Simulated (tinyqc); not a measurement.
Length of a molecular wire: coherent transport through a tight-binding bridge. Computed by the program tinyqc. T = Gamma_L Gamma_R |G_1n|^2 with the self-energies of semi-infinite chains.

A uniform bridge between two chains:
```
parameter                       value
site energy (eV)             3.260000
hopping in the bridge (eV)   1.010000
lead hopping (eV)            2.940000
couplings (eV)              1.1, 1.06
E (eV)                       0.110000
```

Transmission against length:
```
sites           T     ln T
2      7.6765e-03   -4.870
3      1.0088e-03   -6.899
4      1.3278e-04   -8.927
5      1.7482e-05  -10.954
6      2.3016e-06  -12.982
8      3.9897e-08  -17.037
9      5.2529e-09  -19.064
10     6.9159e-10  -21.092
```

Estimate the missing row, sites = 7.

Computed row:
```
sites           T     ln T
7      3.0303e-07  -15.009
```

E lies outside the band of the bridge (|E - e|/2h = 1.559 > 1), so T decays as exp(-beta n) with beta = 2 arccosh(1.559) = 2.0275 a site; the last two rows give 2.0275.
